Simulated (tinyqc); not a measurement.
# A chain with two barriers and dephasing by Buettiker voltage probes: effect of the dephasing strength

Sites 1 to 4 form a chain with hopping -t. Lead L joins site 1 and lead R site 4, both semi-infinite chains with hopping -t and site energy 0. Every site carries a probe with self-energy -i Gamma_p/2 that draws no net current. Linear response at zero temperature: mu_L = 1, mu_R = 0 in units of the bias.

Sigma = t^2 g(E), g(x) = (x - i sqrt(4 t^2 - x^2))/(2 t^2) for |x| < 2 t and (x - sign(x) sqrt(x^2 - 4 t^2))/(2 t^2) otherwise; Gamma = -2 Im Sigma; G = (E - H - Sigma_L - Sigma_R + i Gamma_p/2)^(-1). With Gamma the broadening by one lead, T_RL = Gamma^2 |G_(4,1)|^2, T_pL = Gamma Gamma_p |G_(p,1)|^2, T_pR = Gamma Gamma_p |G_(p,4)|^2, T_pq = Gamma_p^2 |G_(p,q)|^2 for p != q. No current into probe p: W mu = T_pL with W_pp = T_pL + T_pR + sum_q T_pq and W_pq = -T_pq. Then T_eff = T_RL + sum_p T_pR mu_p, and the resistance is (h/2q^2)/T_eff. Without probes means Gamma_p = 0.

Values chosen for this exercise:
```
symbol             value  unit                      meaning
t                      1    eV  hopping (matrix element -t)
U       [3.8, 0, 0, 2.2]    eV         site energies 1 to N
E                   0.51    eV                 Fermi energy
```

Constants: q = 1.602176634e-19 C, h = 6.62607015e-34 J s. Results are converted to the units shown.

Results:
```
gp (eV),T_RL,through probes,T_eff,resistance (kohm)
0.011,0.3959,0.01720,0.4131,31.25
0.021,0.3797,0.03162,0.4114,31.38
0.039,0.3525,0.05487,0.4074,31.68
0.075,0.3044,0.09236,0.3967,32.53
0.27,0.1481,0.1756,0.3237,39.87
0.51,0.07229,0.1830,0.2553,50.55
0.98,0.02472,0.1617,0.1864,69.24
1.9,0.005248,0.1306,0.1358,95.02
3.5,6.590e-4,0.09786,0.09852,131.0
```

Estimate the missing row, gp = 0.14 eV.

Computed row:
```
gp (eV),T_RL,through probes,T_eff,resistance (kohm)
0.14,0.2358,0.1370,0.3729,34.61
```

With this row back in the table: Without probes the transmission is 0.414. T_eff falls from 0.413 to 0.0985; the direct part falls from 0.396 to 6.59e-4 and the part through probes goes from 0.0172 through a maximum of 0.183 (at gp = 0.51 eV among the rows listed) to 0.0979. At this energy dephasing lowers T_eff from the start: the probes give back less than the direct part loses.

tinyqc, about 0.01 s, one thread, Intel Xeon 2.30GHz (shared host): `OMP_NUM_THREADS=1 python tinyqc.py 2700001 2700002 out.jsonl`
